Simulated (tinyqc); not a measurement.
Capacitance of parallel on-chip lines from Laplace's equation on a mesh: two steps of the calculation.

Cross-section of an endless row of equal lines between two grounded planes; neighbours are driven in antiphase (+1 V and -1 V), so the plane midway between two lines is at 0 V. By symmetry one quarter is solved: x runs from the centre of a line (column 0, mirror) to that midplane (column 3, 0 V), y from the mid-height of the line (row 0, mirror) to the ground plane (row 4, 0 V). The line fills columns 0 to 1 and rows 0 to 2 at 1 V. Cells beside the line (below row 2) have e2, cells above have e1. Each link between nodes has the conductance g = mean permittivity of the two cells beside it (a cell beyond a mirror counts as 0), and the free nodes obey sum g (V_neighbour - V) = 0.

Inputs (values chosen for the exercise):
- e1 = 2.7 (relative permittivity above and below the lines)
- e2 = 7 (relative permittivity between the lines)
- om = 1.4 (over-relaxation factor)

Task 1. Link conductances. gx[j, i] joins node (row j, column i) to column i + 1, gy[j, i] to row j + 1.

Wanted: gx; gy.

Result 1.

gx:
```
,col 0,col 1,col 2
row 0,3.5000,3.5000,3.5000
row 1,7.0000,7.0000,7.0000
row 2,4.8500,4.8500,4.8500
row 3,2.7000,2.7000,2.7000
row 4,1.3500,1.3500,1.3500
```

gy:
```
,col 0,col 1,col 2,col 3
row 0,3.5000,7.0000,7.0000,3.5000
row 1,3.5000,7.0000,7.0000,3.5000
row 2,1.3500,2.7000,2.7000,1.3500
row 3,1.3500,2.7000,2.7000,1.3500
```

Task 2. Relaxation sweep. One sweep visits the free nodes row by row from row 0, left to right, and replaces V by V + om (weighted mean of the neighbours - V), using new values at once.

V after sweep 1 (V):
```
,col 0,col 1,col 2,col 3
row 0,1.0000000,1.0000000,0.3500000,0.0000000
row 1,1.0000000,1.0000000,0.4725000,0.0000000
row 2,1.0000000,1.0000000,0.5886856,0.0000000
row 3,0.3500000,0.4725000,0.3714149,0.0000000
row 4,0.0000000,0.0000000,0.0000000,0.0000000
```

gx:
```
,col 0,col 1,col 2
row 0,3.5,3.5,3.5
row 1,7,7,7
row 2,4.85,4.85,4.85
row 3,2.7,2.7,2.7
row 4,1.35,1.35,1.35
```

gy:
```
,col 0,col 1,col 2,col 3
row 0,3.5,7,7,3.5
row 1,3.5,7,7,3.5
row 2,1.35,2.7,2.7,1.35
row 3,1.35,2.7,2.7,1.35
```

Wanted: V after sweep 2.

Result 2.

V after sweep 2 (V):
```
,col 0,col 1,col 2,col 3
row 0,1.000,1.000,0.541,0.000
row 1,1.000,1.000,0.556,0.000
row 2,1.000,1.000,0.468,0.000
row 3,0.541,0.480,0.183,0.000
row 4,0.000,0.000,0.000,0.000
```

Computed by the program tinyqc: `OMP_NUM_THREADS=1 python tinyqc.py 2790164 2790165 out.jsonl`, one thread of a shared Intel Xeon 2.30GHz, about 1 s for the whole run.
